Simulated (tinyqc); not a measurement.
Inside a calculation: Fermi-Dirac statistics of conduction electrons. Values are carried at full precision from step to step, so a last printed digit may differ when a step is redone from the rounded ones.

Constants: hbar^2/2m0 = 3.80998211 eV angstrom^2; kB = 8.617333262e-05 eV/K; e^2/(4 pi eps0) = 14.39964547 eV angstrom.

Values chosen for the exercise (near those of GaAs, lowest valleys alone; shifted at random, so the results belong to these values and not to a real crystal): m = 0.0676 m0 (density-of-states mass of the conduction band); T = 300 K; n = 8.8e+17 1/cm^3 (electron density); eps = 13 (static dielectric constant); alpha = 0.61 1/eV (non-parabolicity); mh = 0.504 m0 (heavy-hole mass); Eg = 1.422 eV (gap).

## Reduced density

N = 2 (m kB T/(4 pi c))^(3/2) with c = hbar^2/2m0, in 1/angstrom^3; times 1e24 for 1/cm^3; u = n/Nc.

kT = 0.025852 eV
Nc = 4.4105e+17 1/cm^3
u = n/Nc = 1.9952

## Reduced Fermi level by five rules

F_j(eta) = (1/Gamma(j + 1)) integral_0^infinity x^j dx/(1 + exp(x - eta)), which tends to exp(eta) for eta << 0.

With u = n/Nc: Boltzmann eta = ln u; Joyce-Dixon eta = ln u + u/sqrt(8) - 4.95009e-3 u^2 + 1.48386e-4 u^3 - 4.42563e-6 u^4; Nilsson eta = ln u/(1 - u^2) + v/(1 + (0.24 + 1.08 v)^-2) with v = (3 sqrt(pi) u/4)^(2/3); fully degenerate limit eta = v; exact: F_1/2(eta) = u.

Find eta = (EF - Ec)/kT by each rule.

eta: Boltzmann 0.691, Joyce-Dixon 1.378, Nilsson 1.382, degenerate 1.916, exact 1.378

Against the exact value the errors are Boltzmann -0.687, Joyce-Dixon 0.000, Nilsson +0.004, degenerate limit +0.539 (in kT).

## Exact eta by Newton steps

Solve ln F_1/2(eta) = ln u from the Boltzmann value; dF_1/2/d eta = F_-1/2, so the step is -ln(F_1/2/u) F_1/2/F_-1/2. Stop below 1e-9.

Newton steps:
```
step,eta,F_1/2,F_-1/2,step taken
1,0.690754,1.27925,0.890242,0.639
2,1.329459,1.93822,1.17391,0.0479
3,1.377314,1.99491,1.19514,0.000263
4,1.377576,1.99522,1.19526,7.87e-09
5,1.377576,1.99522,1.19526,5.56e-16
```

Converged in 5 steps.

## Mean energy, Einstein relation and screening

eta = 1.37758

Mean kinetic energy <E> = (3/2) kT F_3/2/F_1/2; D/mu = (kT/e) F_1/2/F_-1/2; dn/dEF = (Nc/kT) F_-1/2; screening length L = (4 pi (e^2/(4 pi eps0)) (dn/dEF)/eps)^(-1/2), with dn/dEF in 1/(angstrom^3 eV) (1/cm^3 = 1e-24/angstrom^3).

F_-1/2, F_1/2, F_3/2: 1.195  1.995  2.674

<E> = 51.98 meV
D/mu = 43.15 mV
dn/dEF = 2.039e+19 1/(cm^3 eV)
L = 59.36 angstrom

EF lies within 2 kT of the edge. D/mu is 1.669 times kT/e and <E> is 1.340 times (3/2) kT; the Debye formula, with n/kT in place of dn/dEF, would give L = 45.94 angstrom.

## Fermi level in the non-parabolic band

Non-parabolic band E (1 + alpha E) = c k^2/m: n = Nc (2/sqrt(pi)) integral_0^infinity sqrt(x (1 + a x)) (1 + 2 a x) dx/(1 + exp(x - eta)) with a = alpha kT and eta = (EF - Ec)/kT; a = 0 gives n = Nc F_1/2(eta).

Solve for eta at the same n.

a = 0.01577
eta = 1.252
EF - Ec = 32.38 meV

The extra states lower EF by 3.24 meV against the parabolic band.

## Burstein-Moss edge

Vertical transitions from the heavy-hole band reach half-empty states at the k where the conduction energy equals EF: k^2 = E (1 + alpha E) m/c with E = EF - Ec and c = hbar^2/2m0; edge = Eg + E + c k^2/mh. Gap narrowing by many-body effects is left out.

k = 0.02420 1/angstrom
hole energy = 0.0044 eV
edge = 1.4588 eV

The edge moves up by 36.8 meV, of which the valence band supplies 12 %.

## Checks

- Non-parabolic integral at a = 0 against F_1/2(2): both 2.823721.
- F_1/2(40) against the Sommerfeld form (4/(3 sqrt(pi))) eta^(3/2) (1 + pi^2/(8 eta^2)): both 190.45.

Program tinyqc; command `OMP_NUM_THREADS=1 python tinyqc.py 1681725 1681726 out.jsonl`; about 0.01 s on one thread of a shared Intel(R) Xeon(R) Processor @ 2.30GHz.
